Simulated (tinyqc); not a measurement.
Worked calculation: Pariser-Parr-Pople SCF with singles CI, for the molecule c1ccc2ccccc2c1 (SMILES; centres numbered as the heavy atoms are written). One step of it, computed by the program tinyqc.

Problem. Iteration 1: Fock matrix. F_rr = H_rr + P_rr gamma_rr / 2 + sum_(s != r) P_ss gamma_rs; F_rs = H_rs - P_rs gamma_rs / 2; E = tr P (H + F) / 2 + core repulsion sum_(r<s) z_r z_s gamma_rs.

P at the start, lower triangle:
```
            1C         2C         3C         4C         5C         6C         7C         8C
1C    0.527676
2C    0.400409   0.527676
3C    0.301656   0.672233   1.116701
4C   -0.151835  -0.032228   0.394157   1.711247
5C    0.132361  -0.141531  -0.357260   0.394157   1.116701
6C    0.109740   0.001637  -0.141531  -0.032228   0.672233   0.527676
7C    0.001637   0.109740   0.132361  -0.151835   0.301656   0.400409   0.527676
8C   -0.141531   0.132361   0.281155  -0.209293  -0.009515   0.301656   0.672233   1.116701
9C   -0.032228  -0.151835  -0.209293   0.218212  -0.209293  -0.151835  -0.032228   0.394157
10C   0.672233   0.301656  -0.009515  -0.209293   0.281155   0.132361  -0.141531  -0.357260

           9C       10C
9C   1.711247
10C  0.394157  1.116701
```

core matrix H (eV), lower triangle:
```
             1C          2C          3C          4C          5C          6C          7C          8C
1C   -53.991417
2C    -2.390000  -53.991417
3C     0.000000   -2.390000  -57.272649
4C     0.000000    0.000000   -2.390000  -64.117645
5C     0.000000    0.000000    0.000000   -2.390000  -57.272649
6C     0.000000    0.000000    0.000000    0.000000   -2.390000  -53.991417
7C     0.000000    0.000000    0.000000    0.000000    0.000000   -2.390000  -53.991417
8C     0.000000    0.000000    0.000000    0.000000    0.000000    0.000000   -2.390000  -57.272649
9C     0.000000    0.000000    0.000000   -2.390000    0.000000    0.000000    0.000000   -2.390000
10C   -2.390000    0.000000    0.000000    0.000000    0.000000    0.000000    0.000000    0.000000

             9C         10C
9C   -64.117645
10C   -2.390000  -57.272649
```

repulsion gamma_rs (eV), lower triangle:
```
            1C         2C         3C         4C         5C         6C         7C         8C
1C   11.130000
2C    7.553862  11.130000
3C    5.238761   7.552439  11.130000
4C    4.668310   5.239019   7.554960  11.130000
5C    3.276745   3.670370   5.240702   7.554960  11.130000
6C    2.763225   2.868686   3.670370   5.239019   7.552439  11.130000
7C    2.868686   2.763225   3.276745   4.668310   5.238761   7.553862  11.130000
8C    3.670370   3.276745   3.670607   5.239602   4.668463   5.238761   7.552439  11.130000
9C    5.239019   4.668310   5.239602   7.553862   5.239602   4.668310   5.239019   7.554960
10C   7.552439   5.238761   4.668463   5.239602   3.670607   3.276745   3.670370   5.240702

            9C        10C
9C   11.130000
10C   7.554960  11.130000
```

Centres (angstrom, eV; a flat drawing with bonds scaled to 1.40 angstrom):

| centre | x | y | core charge z | W | gamma_rr |
|---|---|---|---|---|---|
| 1C | 2.425000 | -0.700000 | 1 | 11.160000 | 11.130000 |
| 2C | 2.425000 | 0.700000 | 1 | 11.160000 | 11.130000 |
| 3C | 1.212000 | 1.400000 | 1 | 11.160000 | 11.130000 |
| 4C | 0.000000 | 0.700000 | 1 | 11.160000 | 11.130000 |
| 5C | -1.212000 | 1.400000 | 1 | 11.160000 | 11.130000 |
| 6C | -2.425000 | 0.700000 | 1 | 11.160000 | 11.130000 |
| 7C | -2.425000 | -0.700000 | 1 | 11.160000 | 11.130000 |
| 8C | -1.212000 | -1.400000 | 1 | 11.160000 | 11.130000 |
| 9C | 0.000000 | -0.700000 | 1 | 11.160000 | 11.130000 |
| 10C | 1.212000 | -1.400000 | 1 | 11.160000 | 11.130000 |

Give: F; pi energy.

Solution.

F (eV), lower triangle:
```
          1C       2C       3C       4C       5C       6C       7C       8C
1C   -5.1014
2C   -3.9023  -5.1014
3C   -0.7902  -4.9285  -3.5836
4C    0.3544   0.0844  -3.8789  -2.6369
5C   -0.2169   0.2597   0.9361  -3.8789  -3.5836
6C   -0.1516  -0.0023   0.2597   0.0844  -4.9285  -5.1014
7C   -0.0023  -0.1516  -0.2169   0.3544  -0.7902  -3.9023  -5.1014
8C    0.2597  -0.2169  -0.5160   0.5483   0.0222  -0.7902  -4.9285  -3.5836
9C    0.0844   0.3544   0.5483  -3.2142   0.5483   0.3544   0.0844  -3.8789
10C  -4.9285  -0.7902   0.0222   0.5483  -0.5160  -0.2169   0.2597   0.9361

          9C      10C
9C   -2.6369
10C  -3.8789  -3.5836
```

pi energy = -120.3857 eV
